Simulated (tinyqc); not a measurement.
Worked calculation: CIS and TDHF on RHF in the 6-31g basis, for H3+, spin multiplicity 1. One step of it, computed by the program tinyqc.

Question. CIS matrix, singlets. A(ia,jb) = (e_a - e_i) d_ij d_ab + 2 (ia|jb) - (ij|ab).

orbital energies (hartree): MO1 -1.097389, MO2 -0.350003, MO3 0.018498, MO4 0.500713, MO5 0.589953, MO6 1.057994

Two-electron integrals over orbitals (pq|rs), unique and non-zero (hartree):
```
(11|11) 0.642532    (21|21) 0.121228    (22|11) 0.481651    (22|22) 0.461569
(31|11) 0.095792    (31|22) 0.012666    (31|31) 0.049226    (32|21) -0.068983
(32|32) 0.078600    (33|11) 0.377538    (33|22) 0.359013    (33|31) 0.011414
(33|33) 0.337085    (41|11) -0.100888   (41|22) -0.071729   (41|31) -0.019124
(41|33) -0.038710   (41|41) 0.059129    (42|21) -0.055262   (42|32) 0.025183
(42|42) 0.041623    (43|11) -0.013786   (43|22) 0.008684    (43|31) -0.013279
(43|33) 0.000584    (43|41) 0.007050    (43|43) 0.009377    (44|11) 0.483206
(44|22) 0.403194    (44|31) 0.047503    (44|33) 0.320344    (44|41) -0.047194
(44|43) 0.000415    (44|44) 0.421705    (51|21) -0.075153   (51|32) 0.023779
(51|42) 0.048489    (51|51) 0.064332    (52|11) -0.136855   (52|22) -0.110139
(52|31) -0.017452   (52|33) -0.035178   (52|41) 0.056330    (52|43) -0.004307
(52|44) -0.091122   (52|52) 0.090061    (53|21) -0.029081   (53|32) 0.044474
(53|42) 0.001008    (53|51) 0.000495    (53|53) 0.042369    (54|21) 0.092842
(54|32) -0.048700   (54|42) -0.048505   (54|51) -0.064672   (54|53) -0.017056
(54|54) 0.081653    (55|11) 0.455784    (55|22) 0.435521    (55|31) 0.013923
(55|33) 0.337834    (55|41) -0.076849   (55|43) 0.006464    (55|44) 0.388963
(55|52) -0.114745   (55|55) 0.433620    (61|11) -0.078878   (61|22) 0.026883
(61|31) -0.062415   (61|33) -0.016629   (61|41) 0.015158    (61|43) 0.025720
(61|44) -0.018843   (61|52) -0.020592   (61|55) 0.031567    (61|61) 0.115947
(62|21) 0.081301    (62|32) -0.038739   (62|42) -0.049016   (62|51) -0.061366
(62|53) 0.000723    (62|54) 0.070510    (62|62) 0.074531    (63|11) -0.146606
(63|22) -0.072748   (63|31) -0.044228   (63|33) -0.037645   (63|41) 0.042137
(63|43) 0.010094    (63|44) -0.085487   (63|52) 0.049836    (63|55) -0.063696
(63|61) 0.048123    (63|63) 0.067388    (64|11) 0.014610    (64|22) -0.046509
(64|31) 0.035198    (64|33) -0.005126   (64|41) 0.010342    (64|43) -0.017102
(64|44) -0.004099   (64|52) 0.036587    (64|55) -0.054035   (64|61) -0.075739
(64|63) -0.018244   (64|64) 0.061652    (65|21) -0.104178   (65|32) 0.069776
(65|42) 0.059741    (65|51) 0.071121    (65|53) 0.027027    (65|54) -0.090592
(65|62) -0.081797   (65|65) 0.115183    (66|11) 0.627140    (66|22) 0.480149
(66|31) 0.089796    (66|33) 0.384644    (66|41) -0.126914   (66|43) -0.018026
(66|44) 0.469823    (66|52) -0.144009   (66|55) 0.465777    (66|61) -0.086924
(66|63) -0.153513   (66|64) 0.013000    (66|66) 0.663036
```

Give: CIS matrix A, singlet.

Answer.

CIS matrix A, singlet (hartree), lower triangle:
```
        1>2     1>3    1>4    1>5    1>6
1>2   0.508
1>3   0.000   0.837
1>4   0.000  -0.024  1.233
1>5  -0.013   0.000  0.000  1.360
1>6   0.000   0.022  0.016  0.000  1.760
```
